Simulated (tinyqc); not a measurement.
Worked calculation: one-electron ion in a basis of Gaussians. Computed by tinyqc, a small Python program that keeps every step. Settings: Z = 1, l = 0. Command: `OMP_NUM_THREADS=1 python tinyqc.py 29317 29318 out.jsonl` (the two numbers bound the seeds that draw the settings). One thread of a shared host (Intel(R) Xeon(R) Processor @ 2.60GHz), about 0.01 s of CPU time with the checks.

## Matrices over normalised Gaussians

exponents of r^l exp(-a r^2) (1/bohr^2): 0.08749  0.42310  2.04600

Z = 1

l = 0

With p = a_i + a_j and I(k) = Gamma((k+1)/2) / (2 p^((k+1)/2)): S = I(2l+2), T = (2l+3) a_i a_j S / p, V = -Z I(2l+1), each divided by sqrt(S_ii S_jj).

S, lower triangle:
```
         1        2        3
1  1.00000
2  0.65424  1.00000
3  0.24978  0.65426  1.00000
```

T (hartree), lower triangle:
```
         1        2        3
1  0.13123
2  0.14229  0.63465
3  0.06287  0.68814  3.06900
```

V (hartree), lower triangle:
```
          1         2         3
1  -0.47201
2  -0.52751  -1.03799
3  -0.41168  -1.16004  -2.28256
```

## Generalised eigenproblem

H = T + V (hartree), lower triangle:
```
          1         2        3
1  -0.34077
2  -0.38521  -0.40334
3  -0.34881  -0.47190  0.78644
```

Solve H C = S C e through S^(-1/2); each column has its largest component positive (the first on a tie).

eigenvalues of S: 0.19125  0.75022  2.05853

eigenvalues (hartree): -0.49245  0.02907  2.47373

coefficients:
```
         1         2         3
1  0.44764   1.22869   0.47581
2  0.55942  -1.03949  -1.33454
3  0.14452  -0.09613   1.38072
```

For Z = 1 and l = 0 the exact lowest level is -Z^2/(2 n^2) with n = l + 1: -0.500000 hartree.
